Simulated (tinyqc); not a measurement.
Koster-Slater impurity in an sp3s* host: one step. A first estimate from the table.

Inputs chosen for the exercise (out of a larger set: near a published set for Si; not measured data): V = -9.8 eV (shift of the p levels).

G(E) (1/eV):

| E (eV) | G_s | G_p |
|---|---|---|
| 0.000000 | -0.0669977 | 0.1029615 |
| 0.152913 | -0.0795495 | 0.0633477 |
| 0.305825 | -0.0938854 | 0.0357154 |
| 0.458738 | -0.1107035 | 0.0112473 |
| 0.611650 | -0.1310684 | -0.0127950 |
| 0.764563 | -0.1567806 | -0.0385251 |
| 0.917475 | -0.1913328 | -0.0689115 |
| 1.070388 | -0.2434183 | -0.1107706 |
| 1.223301 | -0.3673690 | -0.2090098 |

Problem. A defect that shifts the p level of its anion site by V has a level where the host Green function G_p(E) equals 1/V; E is counted from the top of the valence band. Find it by linear interpolation between the two rows that bracket it.

Give: 1/V; estimated level.

Solution.

1/V = -0.10204 1/eV
estimated level = 1.038 eV

tinyqc: `OMP_NUM_THREADS=1 python tinyqc.py 1482487 1482488 out.jsonl`; about 0.03 s, one thread, shared Intel(R) Xeon(R) Processor @ 2.30GHz.
